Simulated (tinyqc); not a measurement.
What each parameter does: quasiparticle equation with a plasmon-pole self-energy for two band edges.

For each edge E = e + X + Sc(E), with the correlation part Sc(E) = A[0]/(E - a + w) + A[1]/(E - b - w); a and b are the valence and conduction energies that enter the Green function (a = ev, b = ec in the one-shot scheme). Z = 1/(1 - dSc/dE), dSc/dE = -A[0]/(E - a + w)^2 - A[1]/(E - b - w)^2.

Inputs chosen for the exercise (scales of the order of those of GaAs; shifted at random, so the results belong to these values and not to a real crystal): ev = 0 eV (mean-field valence top); ec = 0.5 eV (mean-field conduction edge); w = 14.8 eV (pole energy); Av = (40.5, 16.4) eV^2 (weights of the valence state on the hole and electron poles); Ac = (17.5, 37.2) eV^2 (the same for the conduction state); Xv = -2.48 eV (exchange minus the mean-field potential, valence); Xc = 1.89 eV (the same, conduction).

Exact one-shot edges and Z of the valence state there.

Results for these values:
```
case,Ev (eV),Ec (eV),gap (eV),Z
base,-0.6469,0.9170,1.5639,0.7895
```

What happens to each result for Av = (42.52, 16.4) eV^2, all else kept?

Answer: Ev rises from -0.6469 to -0.5350; Ec does not change at the printed digits; gap falls from 1.5639 to 1.4520; Z falls from 0.7895 to 0.7847.

The same for each parameter in turn:
```
case,Ev (eV),Ec (eV),gap (eV),Z
base,-0.6469,0.9170,1.5639,0.7895
w = 15.54 eV,-0.7246,0.9794,1.7040,0.8046
Xv = -2.58 eV,-0.7258,0.9170,1.6428,0.7884
Xc = 1.99 eV,-0.6469,0.9970,1.6438,0.7895
ec = 0.6 eV,-0.6418,1.0114,1.6532,0.7900
"Av = (42.52, 16.4) eV^2",-0.5350,0.9170,1.4520,0.7847
"Ac = (17.5, 39.06) eV^2",-0.6469,0.8143,1.4612,0.7895
```

(tinyqc, `OMP_NUM_THREADS=1 python tinyqc.py 1880460 1880461 out.jsonl`, Intel(R) Xeon(R) Processor @ 2.30GHz, 1 thread, shared host, about 0.02 s.)
